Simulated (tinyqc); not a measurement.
Deep level with several charge states, and Shockley-Read-Hall recombination: one step. Emission and generation in a depleted region. Three cases, with inputs chosen for the exercise.

Task: With n = p = 0 the level generates pairs at G = Nt en ep/(en + ep); generation lifetime tg = ni/G; current density e G W for a width W = 1 micrometre, e = 1.602176634e-19 C.

One level at Et with degeneracy 1: tn = 1/(sn vth Nt), tp = 1/(sp_ vth Nt), n1 = Nc exp((Et - Eg)/kT), p1 = Nv exp(-Et/kT), ni^2 = n1 p1. Equilibrium n0 = Nm, p0 = ni^2/Nm; n = n0 + dn, p = p0 + dn. U = (n p - ni^2)/(tp (n + n1) + tn (p + p1)), lifetime dn/U; emission rates en = sn vth n1, ep = sp_ vth p1.

Constants: kB = 8.617333262e-05 eV/K.

Case 1.

Values chosen (gap and densities of states near those of Si at this temperature; shifted at random, so the results belong to these values and not to a real crystal): Eg = 1.091 eV (gap); Nc = 4.91e+19 1/cm^3 (conduction-band density of states); Nv = 2.08e+19 1/cm^3 (valence-band density of states); T = 450 K; Et = 0.738 eV (recombination level above Ev); Nt = 4.8e+13 1/cm^3 (defects); sn = 1.4e-15 cm^2 (electron capture cross-section); sp_ = 4.8e-14 cm^2 (hole capture cross-section); vth = 24000000 cm/s (thermal velocity, both carriers).

Case 2.

Values chosen (gap and densities of states near those of Si at this temperature; shifted at random, so the results belong to these values and not to a real crystal): Eg = 1.092 eV (gap); Nc = 4.98e+19 1/cm^3 (conduction-band density of states); Nv = 2.07e+19 1/cm^3 (valence-band density of states); T = 450 K; Et = 0.657 eV (recombination level above Ev); Nt = 2.9e+13 1/cm^3 (defects); sn = 1.2e-16 cm^2 (electron capture cross-section); sp_ = 1.1e-15 cm^2 (hole capture cross-section); vth = 16000000 cm/s (thermal velocity, both carriers).

Case 3.

Values chosen (gap and densities of states near those of Si at this temperature; shifted at random, so the results belong to these values and not to a real crystal): Eg = 1.122 eV (gap); Nc = 2.72e+19 1/cm^3 (conduction-band density of states); Nv = 1.14e+19 1/cm^3 (valence-band density of states); T = 300 K; Et = 0.791 eV (recombination level above Ev); Nt = 3.3e+13 1/cm^3 (defects); sn = 1e-15 cm^2 (electron capture cross-section); sp_ = 3.3e-14 cm^2 (hole capture cross-section); vth = 22000000 cm/s (thermal velocity, both carriers).

Give: en, ep; G; tg; current density.

Result:

Case 1.

en, ep (1/s): 1.84e+08  1.30e+05

G = 6.24e+18 1/(cm^3 s)
tg = 3.98 microsecond
current density = 0.000100 A/cm^2

The slower step, hole emission, limits the rate: en/ep = 1.41e+03.

Case 2.

en, ep (1/s): 1.28e+06  1.60e+04

G = 4.58e+17 1/(cm^3 s)
tg = 53.9 microsecond
current density = 7.33e-06 A/cm^2

The slower step, hole emission, limits the rate: en/ep = 80.4.

Case 3.

en, ep (1/s): 1.65e+06  0.426

G = 1.41e+13 1/(cm^3 s)
tg = 471 microsecond
current density = 2.25e-10 A/cm^2

The slower step, hole emission, limits the rate: en/ep = 3.86e+06.

Computed by tinyqc, one run a case: `OMP_NUM_THREADS=1 python tinyqc.py N N+1 out.jsonl` with N = 1681809, 1682193, 1682572; one thread of a shared Intel(R) Xeon(R) Processor @ 2.30GHz, about 0.01 s a run at most.
